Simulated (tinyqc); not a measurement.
Dopant redistribution at a moving silicon-oxide interface during parabolic oxidation: one step, computed by the program tinyqc. Command: `OMP_NUM_THREADS=1 python tinyqc.py 3012447 3012448 out.jsonl segox walk`. One thread of a shared host (Intel(R) Xeon(R) Processor @ 2.30GHz), about 0.01 s of CPU time with the checks.

Uniformly doped silicon is oxidised with x_ox = sqrt(B t); the interface advances into the silicon by alpha x_ox, alpha = 0.44. The dopant does not move in the oxide, and at the interface C(silicon) = m C(oxide).

Question. Profile below the interface. With the dopant diffusivity D and s = alpha x_ox/(2 sqrt(D t)), in the silicon C = C_B + (C_s - C_B) erfc(y/(2 sqrt(D t)))/erfc(s), y from the original surface. Dopant balance at the interface gives C_s/C_B = 1/[1 + (1/(m alpha) - 1) g], g = sqrt(pi) s exp(s^2) erfc(s). Depths z are counted from the present interface: y/(2 sqrt(D t)) = s + z/(2 sqrt(D t)); take z/(2 sqrt(D t)) = 0, 0.05, 0.1, 0.2, 0.3, 0.5, 0.75, 1, 1.5.

Inputs (values chosen for the exercise, modelled on boron in silicon under steam): oxidation activation energy E_B = 0.79 eV; temperature T = 950 C.

diffusion length 2 sqrt(D t) = 0.05531393 um

ratio C_s/C_B = 0.09662304

s = 3.001074

Give: Profile.

Answer.

Profile:
```
z/(2 sqrt(D t))   z (um)   C/C_B
0.00             0.00000  0.0966
0.05             0.00277  0.3425
0.10             0.00553  0.5237
0.20             0.01106  0.7537
0.30             0.01659  0.8750
0.50             0.02766  0.9696
0.75             0.04149  0.9954
1.00             0.05531  0.9994
1.50             0.08297  1.0000
```

Caution: in this case the oxide is not much thicker than a typical Deal-Grove length A, so real growth is slower than parabolic. Caution: parabolic growth needs an oxide much thicker than the Deal-Grove length A, which fails for thin films and low temperatures; oxidation-enhanced or retarded diffusion is ignored.
